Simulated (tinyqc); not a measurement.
# Convergence with the mesh in the empty well

In an empty well of width L and depth Vb, level k solves kw L/2 = (k - 1) pi/2 + arctan(sqrt((mw/mb)(Vb - E)/E)) with kw = sqrt(mw E/C), C = hbar^2/(2 m0). Mesh: N intervals across the well, hz = L/N, nodes at (i + 1/2) hz from an edge, mass (mw + mb)/2 on the interval that holds an interface, walls 3 L outside the edges; H_ii = C (1/m_(i-1/2) + 1/m_(i+1/2))/hz^2 + V_i, H_(i,i+1) = -C/(m_(i+1/2) hz^2). No field, no charge.

Inputs (values chosen for the exercise); material values those of a made-up well: mass along z in the well mw = 0.0461 m0; mass along z in the barriers mb = 0.0812 m0; barrier height Vb = 0.604 eV; well width L = 14 nm.

Constants: q = 1.602176634e-19 C, hbar = 1.054571817e-34 J s, m0 = 9.1093837015e-31 kg, hbar^2/(2 m0) = 0.0380998212 eV nm^2. Results are converted to the units shown.

The same in every row: exact E1 (meV) = 27.92.

Convergence with the mesh in the empty well:
```
N    E1 on the mesh (meV)  error (%)
4                   18.95      -32.1
8                   24.30      -13.0
16                  26.81      -3.97
32                  27.62      -1.06
64                  27.84     -0.268
128                 27.90    -0.0674
```

Read the table: what changes, and by how much?

The error goes from -32 % to -0.067 %; between N = 32 and 64 it shrinks by a factor of 3.9, the 4 of a second-order scheme.

Program tinyqc, `OMP_NUM_THREADS=1 python tinyqc.py 2140132 2140133 out.jsonl`; Intel Xeon 2.30GHz, shared host, one thread, about 0.2 s.
